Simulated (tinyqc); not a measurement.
Inside a calculation. Model: p-i-n power rectifier, conductivity modulation at high injection.

tinyqc, about 0.01 s, one thread, Intel Xeon 2.30GHz (shared host): `OMP_NUM_THREADS=1 python tinyqc.py 2230152 2230153 out.jsonl` Printed values are rounded.

A drift layer from x = -d to d (2 d = W) between ideal p+ and n+ emitters (no recombination in them). High injection, n = p, ambipolar diffusion with one lifetime; both mobilities scale as (T/300 K)^(-bt).

Inputs (values chosen for the exercise); bulk values close to those of 4H silicon carbide: temperature T = 300 K; relative permittivity eps_r = 10.1; critical-field constant Kc = 23200 V/cm per (cm^-3)^(1/8); rated breakdown voltage of the drift layer BV = 13000 V; drift mobility at 300 K mud = 794 cm^2/(V s); temperature exponent of the drift mobility bt = 2.1; hole mobility at 300 K mup = 106 cm^2/(V s); band gap Eg = 3.37 eV; conduction-band density of states at T Nc = 1.7e19 cm^-3; valence-band density of states at T Nv = 2.5e19 cm^-3; forward current density J = 20 A/cm^2; high-level lifetime tau = 2.9e-6 s.

Constants: q = 1.602176634e-19 C, kB = 1.380649e-23 J/K, Vt = kB T/q, eps0 = 8.8541878128e-14 F/cm where lengths are in cm. Results are converted to the units shown.

## Drift layer

Triangular field at breakdown with Ec = Kc N^(1/8): BV = eps0 eps_r Ec^2/(2 q N), so N = (eps0 eps_r Kc^2/(2 q BV))^(4/3); W = 2 BV/Ec; mu = mud (T/300 K)^(-bt); rho = 1/(q mu N); ideal resistance rho W.

drift doping N = 5.62794e14 cm^-3
Ec = 1.61913 MV/cm
drift thickness W = 160.580 um
electron mobility mu at T = 794 cm^2/(V s)
drift resistivity rho = 13.9675 ohm cm
ideal resistance = 224.291 mohm cm^2

## Carrier profile

Da = 2 mun mup Vt/(mun + mup), La = sqrt(Da tau), B = (mun - mup)/(mun + mup) with mun = mud (T/300 K)^(-bt), mup likewise; n(x) = (tau J/(2 q La)) [cosh(x/La)/sinh(d/La) - B sinh(x/La)/cosh(d/La)]. 9 equal steps.

Da = 4.83513 cm^2/s
La = 37.4458 um
B = 0.764444

```
point,x (um),n (cm^-3)
0,-80.2900,8.56337e16
1,-62.4478,5.33461e16
2,-44.6056,3.34007e16
3,-26.7633,2.11831e16
4,-8.9211,1.38664e16
5,8.9211,9.75786e15
6,26.7633,7.90694e15
7,44.6056,7.88539e15
8,62.4478,9.68823e15
9,80.2900,1.37326e16
```

d/La = 2.14. The lowest density on the grid is 14.0 times the drift doping.

## Forward voltage and stored charge

Ohmic drop: integral of J/(q (mun + mup) n); diffusion (Dember) drop Vt B ln(n(-d)/n(d)); both junctions together Vt ln(n(-d) n(d)/ni^2), ni = sqrt(Nc Nv) exp(-Eg/(2 Vt)), Eg in volts; V_F = the sum; stored charge q times the integral of n. Trapezoid rule; mun and mup scale as (T/300 K)^(-bt).

ohmic drop = 0.165620 V
diffusion drop = 0.0361713 V
junction drops = 3.03915 V
V_F = 3.24094 V
stored charge = 59.0932 uC/cm^2

A fine grid gives V_F = 3.242 V and the stored charge J tau = 58.00 uC/cm^2. Without modulation the drift layer alone would drop J rho W = 4.49 V, 22.2 times the ohmic and diffusion drops together.
